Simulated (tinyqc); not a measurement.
Inside a calculation. Model: two-step dopant diffusion (predeposition and drive-in) with a constant diffusivity. Computed by tinyqc, a small Python program that keeps every step. Command: `OMP_NUM_THREADS=1 python tinyqc.py 3011568 3011569 out.jsonl dopdiff walk`. One thread of a shared host (Intel(R) Xeon(R) Processor @ 2.30GHz), about 0.06 s of CPU time with the checks. Intermediate numbers are printed to about 7 digits and carried at full precision; extremes and crossings named in words are read from the listed rows.

Fick diffusion into a half space x > 0 whose background doping C_B is of the opposite type, so that a junction lies where C = C_B.

Inputs (values chosen for the exercise, modelled on phosphorus in silicon):
```
quantity                         value        unit
prefactor D0                      5.59      cm^2/s
activation energy E               3.71          eV
surface concentration C_s      1.9e+19      1/cm^3
background doping C_B          6.8e+16      1/cm^3
predeposition temperature T1      1000           C
predeposition time t1               30         min
drive-in temperature T2           1175           C
drive-in time t2                   480         min
mean mobility in the layer mu      130  cm^2/(V s)
ramp rate                            3       C/min
stand-by temperature               800           C
```

Furnace ramps of the drive-in: linear ramps.

Constants: k_B = 8.617333262e-05 eV/K; e = 1.602176634e-19 C.

## Diffusivities

D = D0 exp(-E/(k_B T)). Temperatures in kelvin are T(C) + 273.15. Times in seconds are 60 times the minutes.

D1 = 1.151692e-14 cm^2/s

D2 = 6.855797e-13 cm^2/s

product D1 t1 = 2.073045e-11 cm^2

## Thermal budget with ramps

One ramp between the stand-by temperature and T2 adds int D dT / rate (40-point Gauss-Legendre); the usual estimate counts it as an extra time k_B T2^2/(E rate) at T2. (Dt)2 = D2 t2 + two ramps, times in seconds.

budget of one ramp = 6.269709e-10 cm^2

estimated extra time of one ramp = 16.23696 min

drive-in budget (Dt)2 = 2.099864e-08 cm^2

The integral equals 15.2 min at T2, against the estimate 16.2 min; both ramps make 6.0 % of the budget.

## Predeposition

C = C_s erfc(x/(2 sqrt(D1 t1))); dose Q = 2 C_s sqrt(D1 t1/pi); the junction solves erfc(z) = C_B/C_s with x_j = 2 z sqrt(D1 t1).

dose Q = 9.761421e+13 1/cm^2

z = 2.059851

junction depth after predeposition = 0.1875730 um

## Drive-in as a Gaussian

With a sealed surface and a thin source, C = Q/sqrt(pi (Dt)2) exp(-x^2/(4 (Dt)2)); x_j = 2 sqrt((Dt)2 ln(C(0)/C_B)); gradient at the junction |dC/dx| = C_B x_j/(2 (Dt)2).

surface concentration C(0) (Gaussian) = 3.800516e+17 1/cm^3

junction depth x_j = 3.801812 um

gradient at the junction = 6.155714e+20 1/cm^4

The drive-in moves the junction from 0.188 to 3.80 um and lowers the surface value by a factor 50.0. Caution: C_s exceeds the intrinsic carrier density of silicon at the predeposition temperature (2e18 to 1e19 per cm^3), where real diffusivities rise with concentration and profiles turn box-like.

## Sheet resistance

Net dose Q_net = Q erf(x_j/(2 sqrt((Dt)2))) - C_B x_j; R_s = 1/(e mu Q_net), with every dopant ionised and one mobility.

net dose = 6.555615e+13 1/cm^2

sheet resistance R_s (Gaussian) = 732.3739 ohm/square

## Exact junction depth

Exact two-step profile: C = (2 C_s/pi) int_0^alpha exp(-beta (1 + u^2))/(1 + u^2) du with alpha = sqrt(D1 t1/(Dt)2), beta = x^2/(4 (D1 t1 + (Dt)2)). The integral takes 48 Gauss-Legendre points; solve C(x) = C_B.

exact junction depth = 3.802700 um

## Gaussian against the exact two-step profile

Gaussian: C = Q/sqrt(pi (Dt)2) exp(-x^2/(4 (Dt)2)). Depths are fractions of the Gaussian x_j.

Profiles:
```
x/x_j    x (um)  Gaussian (1/cm^3)  exact (1/cm^3)     ratio
0.0    0.000000       3.800516e+17    3.799266e+17  1.000329
0.2    0.760362       3.547719e+17    3.546713e+17  1.000284
0.4    1.520725       2.885820e+17    2.885393e+17  1.000148
0.6    2.281087       2.045514e+17    2.045674e+17  0.999922
0.8    3.041450       1.263424e+17    1.263923e+17  0.999605
1.0    3.801812       6.800000e+16    6.805461e+16  0.999198
1.2    4.562175       3.189203e+16    3.193354e+16  0.998700
```

With D1 t1/(Dt)2 = 9.9e-4, the Gaussian is 0.033 % high at the surface and 0.080 % low at its own junction; the exact junction lies at 3.803 um, 0.023 % deeper. The dose is the same, but the real source already has a width, which is negligible here.

Checks made by the program: exact profile against the direct convolution of the erfc with the Gaussian kernel (relative difference below 1e-10).
